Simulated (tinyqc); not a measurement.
# Changing the hole prefactor a_p

Model: avalanche multiplication and breakdown of a junction from ionisation integrals. Computed by tinyqc, a small Python program. Command: `OMP_NUM_THREADS=1 python tinyqc.py 3022583 3022584 out.jsonl impact sweep`. One thread of a shared host (Intel(R) Xeon(R) Processor @ 2.30GHz), about 0.04 s of CPU time with the checks.

Ionisation coefficients follow the local field. Position x runs through the depletion layer from the p side (x = 0), where electrons enter, to the n side (x = w), where holes enter. The built-in voltage is neglected.

Inputs (values chosen for the exercise, modelled on germanium):

| quantity | value | unit |
|---|---|---|
| electron prefactor a_n | 1.55e+07 | 1/cm |
| electron field b_n | 1.52e+06 | V/cm |
| hole field b_p | 1.29e+06 | V/cm |
| exponent c | 1 | - |
| permittivity eps | 16 | - |
| doping gradient a | 1.5e+19 | 1/cm^4 |
| bias as a fraction of the breakdown voltage | 0.71 | - |

Junction: linearly graded.

Constants: e = 1.602176634e-19 C; eps_0 = 8.8541878128e-12 F/m.

Method:
- alpha_n = a_n exp(-(b_n/F)^c), alpha_p = a_p exp(-(b_p/F)^c).
- Field F = F_m [1 - (2x/w - 1)^2], w = sqrt(8 eps eps_0 F_m/(e a)), V = (2/3) F_m w.
- With Phi(x) = int_0^x (alpha_n - alpha_p) dx': 1 - 1/M_n = I_n = int_0^w alpha_n exp(-Phi) dx and M_p = M_n exp(-Phi(w)); trapezoid rule on 401 even points; breakdown at I_n = 1.
- Solve I_n(F_m) = 1.
- Bias V = fraction times the breakdown voltage.
- M_n = 1/(1 - I_n), M_p = M_n exp(-Phi(w)); McIntyre excess noise for the carrier with the larger M, F_x = k M + (1 - k)(2 - 1/M), with k = (smaller M - 1)/(larger M - 1).

One run for each value:

| hole prefactor a_p (1/cm) | breakdown voltage (V) | effective k | excess noise factor | M_n |
|---|---|---|---|---|
| 1.00e+05 | 143.7 | 0.0267 | 1.414 | 1.685 |
| 2.70e+05 | 136.8 | 0.0754 | 1.326 | 1.461 |
| 7.30e+05 | 128.9 | 0.2155 | 1.240 | 1.291 |
| 2.00e+06 | 120.0 | 0.6340 | 1.160 | 1.169 |
| 5.20e+06 | 110.8 | 0.5581 | 1.155 | 1.092 |
| 1.40e+07 | 100.9 | 0.1868 | 1.200 | 1.044 |
| 3.80e+07 | 90.9 | 0.0609 | 1.240 | 1.019 |
| 1.00e+08 | 81.8 | 0.0202 | 1.270 | 1.007 |

Describe and explain the trends.

Over the rows, breakdown voltage (V) falls from 144 to 81.8 (exponent d ln y / d ln x -0.050 between the first rows and -0.11 between the last); effective k goes from 0.0267 through a maximum among these rows, 0.634 at 2.00e6, to 0.0202; excess noise factor goes from 1.41 through a minimum among these rows, 1.15 at 5.20e6, to 1.27. Breakdown needs feedback from both carriers; weakening one raises V_B much less than in proportion but changes the noise.

Extremes, crossings and ranges named in words are read from the listed rows.
